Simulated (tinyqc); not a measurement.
Inside a calculation. Model: random telegraph noise from one oxide trap in a small MOSFET.

Program tinyqc, `OMP_NUM_THREADS=1 python tinyqc.py 2710110 2710111 out.jsonl`; Intel Xeon 2.30GHz, shared host, one thread, about 0.01 s. Printed values are rounded.

An acceptor-like trap exchanges electrons with the channel. Inversion charge Q = Cox u, u = n Vt W0(exp((Vg - VT)/(n Vt))), W0 the Lambert function, n = nf, Cox = eps0 eox/tox; linear regime Id = (W/L) mu Q Vd. Relative to threshold the surface potential rises by Vt ln(u/u0) and the oxide voltage by the rest of Vg - VT, with u0 = n Vt W0(1).

Parameters, values chosen for the exercise; values of the order met in silicon transistors: temperature T = 300 K; relative permittivity of the gate insulator (close to silicon dioxide) eox = 3.9; insulator thickness tox = 2 nm; depth of the trap from the channel interface xt = 0.64 nm; trap level above the channel Fermi level at threshold E0 = 0.05 eV; capture prefactor s0 = 2e-16 cm^2; capture barrier (lattice relaxation) EB = 0.53 eV; tunnelling decay length lt = 0.18 nm; thermal velocity vth = 1.2e7 cm/s; thickness of the inversion layer zi = 1.7 nm; threshold voltage VT = 0.45 V; body factor nf = 1.37; gate width W = 170 nm; gate length L = 67 nm; mobility mu = 140 cm^2/(V s); scattering coefficient of the charged trap asc = 0 V s; drain voltage Vd = 0.1 V; gate voltage Vg = 0.6 V.

Constants: q = 1.602176634e-19 C, kB = 1.380649e-23 J/K, Vt = kB T/q, eps0 = 8.8541878128e-14 F/cm where lengths are in cm. Results are converted to the units shown.

Range of the model: VT is taken as given; short-channel effects and the uneven flow of current among few electrons are left out.

## Trap level, time constants and occupancy

N = Cox u/q; dpsi = Vt ln(u/u0); E = E0 - dpsi - (xt/tox)(Vg - VT - dpsi); capture time tc = 1/[(N/zi) vth s0 exp(-xt/lt - EB/Vt)]; emission time te = tc exp(-E/Vt); occupancy te/(tc + te).

u = 0.109896 V
N = 1.18428e12 cm^-2
dpsi = 0.0439349 V
E = -0.0278757 eV
tc = 1.67706 s
te = 4.92994 s
occupancy = 0.746169

The trap lies 1.1 Vt below the Fermi level, so it is filled 74.6 % of the time.

## Step height

A = W L; threshold step dV = q (1 - xt/tox)/(Cox A); gm/Id = 1/(u + n Vt); relative step dI/I = (gm/Id) dV + asc mu/A. Id as defined.

electrons in the channel N A = 134.889
dV = 0.554003 mV
gm/Id = 6.88169 1/V
number part of dI/I = 0.381248 %
dI/I = 0.381248 %
Id = 6.74011 uA
dI = 25.6965 nA

## Lorentzian spectrum

Spectrum S(f) = 4 dI^2/{(tc + te)[(1/tc + 1/te)^2 + (2 pi f)^2]}; corner fc = (1/tc + 1/te)/(2 pi); variance dI^2 tc te/(tc + te)^2. Give S at f = 0, at fc and at 10 fc.

fc = 0.127184 Hz
S(0) = 6.26005e-16 A^2/Hz
S(fc) = 3.13002e-16 A^2/Hz
S(10 fc) = 6.19807e-18 A^2/Hz
rms current = 11.1832 nA

The rms value is 0.435 of the step; it reaches its largest share, 1/2, when tc = te.
